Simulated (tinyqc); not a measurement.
Thermal, flicker and telegraph noise of a field-effect transistor: one step, computed by the program tinyqc. Command: `OMP_NUM_THREADS=1 python tinyqc.py 3022898 3022899 out.jsonl noise walk`. One thread of a shared host (Intel(R) Xeon(R) Processor @ 2.30GHz), about 0.01 s of CPU time with the checks.

Strong inversion, threshold roll-off and channel-length modulation left out; noise sources are uncorrelated and are given as one-sided spectral densities. The drain voltage is 50 mV.

Problem. Flicker noise. C_ox = 3.9 eps_0/t; I = mu C_ox (W/L) V_ov V_D; g_m = I/V_ov; g_d0 = I/V_D. Tunnelling length lambda = hbar/(2 sqrt(2 m_ox phi)); flat-band noise S_Vfb = e^2 k_B T lambda N_t/(W L C_ox^2 f). S_I = g_m^2 S_Vfb.

Inputs (values chosen for the exercise, modelled on a high-k silicon transistor):
```
quantity                        value         unit
width W                           5.5   micrometre
length L                          430           nm
electrical oxide thickness t      4.6           nm
mobility mu                       400   cm^2/(V s)
overdrive V_ov                   0.67            V
oxide trap density N_t        1.3e+18  1/(eV cm^3)
oxide barrier phi                 2.1           eV
oxide mass m_ox                  0.36          m_0
frequency f                        30           Hz
temperature T                     300            K
```

Operating region: linear. Flicker model: number fluctuation.

drain current I = 128.6633 microampere

Constants: eps_0 = 8.8541878128e-12 F/m; hbar = 1.054571817e-34 J s; m_0 = 9.1093837015e-31 kg; e = 1.602176634e-19 C; k_B = 8.617333262e-05 eV/K.

Give: tunnelling length lambda; S_Vfb; flicker S_I; flicker S_I/I^2.

Solution.

tunnelling length lambda = 1.122 angstrom

S_Vfb = 2.422e-11 V^2/Hz

flicker S_I = 8.932e-19 A^2/Hz

flicker S_I/I^2 = 5.395e-11 1/Hz
